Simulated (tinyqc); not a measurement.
Valence-band offset from core levels (Kraut method), with the dipole against the affinity rule: two steps of the calculation.

Binding energies are counted downwards from the Fermi level. dEv > 0 means that the valence edge of B lies below that of A, dEc > 0 that the conduction edge of B lies above that of A; dEc + dEv = EgB - EgA. The spectra are made-up values treated as data.

Parameters, values chosen for the exercise; gaps and affinities close to those of gallium arsenide (A) and silicon dioxide (B):
- EgA = 1.45 eV (gap of the substrate A)
- EgB = 9 eV (gap of the overlayer B)
- chiA = 4 eV (electron affinity of A)
- chiB = 0.88 eV (electron affinity of B)
- cA = 30.71 eV (core level of bare A)
- cB = 29.16 eV (core level of thick B)
- vB = 2.26 eV (valence-band maximum of thick B)
- ei = 3.3 (relative permittivity inside the dipole layer)
- dd = 0.21 nm (thickness of the dipole layer)
- iA = 30.33 eV (core level of A under a thin film of B)
- iB = 31.02 eV (core level of B in that thin film)

Constants: q = 1.602176634e-19 C, eps0 = 8.8541878128e-14 F/cm where lengths are in cm. Results are converted to the units shown.

Task 1. Offsets. dEv = (iB - iA) - (cB - vB) + (cA - vA), dEc = EgB - EgA - dEv.

vA = 0.82268260 eV

Find: cA - vA; cB - vB; iB - iA; dEv; dEc.

Result 1.

cA - vA = 29.887 eV
cB - vB = 26.900 eV
iB - iA = 0.69000 eV
dEv = 3.6773 eV
dEc = 3.8727 eV

The alignment is type I (straddling). Both offsets exceed 1 eV, the usual requirement for a gate dielectric. A rigid shift of all levels, by charging or doping, cancels in the differences.

Task 2. Interface dipole. The affinity rule gives dEc(0) = chiA - chiB; the dipole step is D = dEc - dEc(0), and two sheets of opposite charge dd apart hold N = eps0 ei |D|/(q dd).

dEc = 3.8726826 eV

Find: dEc(0); D; N; field in the dipole layer.

Result 2.

dEc(0) = 3.120 eV
D = 0.7527 eV
N = 6.536e13 cm^-2
field in the dipole layer = 35.84 MV/cm

N is 0.093 elementary charges for each of about 7e14 surface atoms per cm^2.

Program tinyqc, `OMP_NUM_THREADS=1 python tinyqc.py 2410145 2410146 out.jsonl`; Intel Xeon 2.30GHz, shared host, one thread, about 0.01 s.
